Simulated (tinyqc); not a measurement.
Pinning factor and neutrality level from two metals.

Problem. On an oxide a metal of vacuum work function pM shows the effective value Phi + S (pM - Phi), with S = 1/(1 + 0.1 (eps_inf - 1)^2). Find S, Phi and eps_inf.

effective work functions for metals of 4.3 and 5.54 eV (eV): 4.7171444  5.2074936

Answer. The slope is S, and the point where both work functions agree is Phi.

S = 0.395
Phi = 4.99 eV
eps_inf = 4.91

Numbers from tinyqc (`OMP_NUM_THREADS=1 python tinyqc.py 2410059 2410060 out.jsonl`; about 0.01 s on one thread of a shared Intel Xeon 2.30GHz).
